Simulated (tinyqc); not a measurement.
Planar ballistic transistor, top-of-the-barrier model: one step of the calculation.

At the top of the source barrier, states moving towards the drain are filled by the source (Fermi level 0) and states moving back by the drain (Fermi level -q Vd); nothing scatters. U is the shift of the band edge there, set by the capacitances CG, CD and CS (the total) and by the charge. Parabolic two-dimensional band; the source is grounded.

Task. Density of states, capacitances and charge at zero bias. N0 = gv m kB T/(pi hbar^2), CG = eps0 eox/tox, vT = sqrt(2 kB T/(pi m)), CS = CG/aG, n0 = n at U = 0 and Vd = 0. eta1 = -(E0 + U)/Vt, eta2 = eta1 - Vd/Vt, n = (N0/2)[F_0(eta1) + F_0(eta2)], F_0(x) = ln(1 + exp x). UL = -(aG Vg + aD Vd).

Inputs (values chosen for the exercise); mass and valleys close to those of a monolayer dichalcogenide:
```
symbol  value  unit                                                                 meaning
T         250     K                                                             temperature
m       0.496    m0                                                          effective mass
gv          2                                                             valley degeneracy
eox         9                                   relative permittivity of the gate insulator
tox       1.2    nm                                                     insulator thickness
aG       0.95                                                            gate control CG/CS
aD      0.023                                                           drain control CD/CS
E0       0.15    eV  band edge at the barrier top above the source Fermi level at zero bias
Vg        0.5     V                                                            gate voltage
Vd        0.1     V                                                           drain voltage
```

Constants: q = 1.602176634e-19 C, kB = 1.380649e-23 J/K, hbar = 1.054571817e-34 J s, m0 = 9.1093837015e-31 kg, Vt = kB T/q, eps0 = 8.8541878128e-14 F/cm where lengths are in cm. Results are converted to the units shown.

Give: N0; CG; CS; n0; UL.

Result.

N0 = 8.9273e12 cm^-2
CG = 6.6406 uF/cm^2
CS = 6.9901 uF/cm^2
n0 = 8.4460e9 cm^-2
UL = -0.47730 eV

tinyqc, about 0.01 s, one thread, Intel Xeon 2.30GHz (shared host): `OMP_NUM_THREADS=1 python tinyqc.py 2400143 2400144 out.jsonl`
